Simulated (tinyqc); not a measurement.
## Lifetime from the low-frequency admittance

Inverse problem. At low frequency a p+-n diode with a base of width wb has C_diff/G = (tau/2)(1 - 2 x/sinh 2x), x = wb/sqrt(Dp tau). Find tau, x and the limit of C_diff/G for infinite lifetime, wb^2/(3 Dp).

Values chosen for this exercise:
```
symbol  value    unit                     meaning
Dp         50  cm^2/s  hole diffusion coefficient
wb         21      um   width of the neutral base
```

G = 77.007603 S/cm^2
C_diff = 1.0695173 uF/cm^2

Answer. The ratio rises steadily with tau from tau/2 (long base) towards wb^2/(3 Dp) (short base), so one lifetime matches as long as the ratio is below that limit.

tau = 4.00e-8 s
x = 1.48
limit of C_diff/G = 2.94e-8 s

Numbers from tinyqc (`OMP_NUM_THREADS=1 python tinyqc.py 2890209 2890210 out.jsonl`; about 0.01 s on one thread of a shared Intel Xeon 2.30GHz).
